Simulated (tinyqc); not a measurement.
Length of a polyene: Hueckel, PPP and singles CI along the polyenes. Computed by the program tinyqc. Hueckel uses the same beta without repulsion; CIS keeps all single excitations and so misses the low, doubly excited 2Ag state. W is the valence ionisation energy of a centre, MN the Mataga-Nishimoto formula, f the oscillator strength.

All-trans chains of carbon centres 1.40 angstrom apart:
```
parameter                               value
beta (eV), times 1 +/- alternation  -2.290000
alternation                          0.070000
W (eV)                              11.160000
gamma_rr (eV)                       10.000000
repulsion formula                        Ohno
```

Gaps and excitations (eV):
```
centres  Hueckel gap  PPP orbital gap  bright singlet (CIS)      f  lowest triplet (CIS)
2              4.901           12.071                 6.316  0.541                 3.486
4              3.214            9.645                 4.975  1.012                 2.491
6              2.444            8.422                 4.190  1.417                 2.018
10             1.730            7.227                 3.340  2.102                 1.614
12             1.537            6.903                 3.092  2.404                 1.518
```

Estimate the missing row, centres = 8.

Computed row:
```
centres  Hueckel gap  PPP orbital gap  bright singlet (CIS)      f  lowest triplet (CIS)
8              2.008            7.697                 3.686  1.777                 1.764
```

The Hueckel gap tends to 4 x alternation x |beta| = 0.64 eV for long chains. Exchange opens the PPP orbital gap, and the attraction of electron and hole brings the bright state 3.81 eV below it at 12 centres; the triplet lies 1.57 eV lower still.
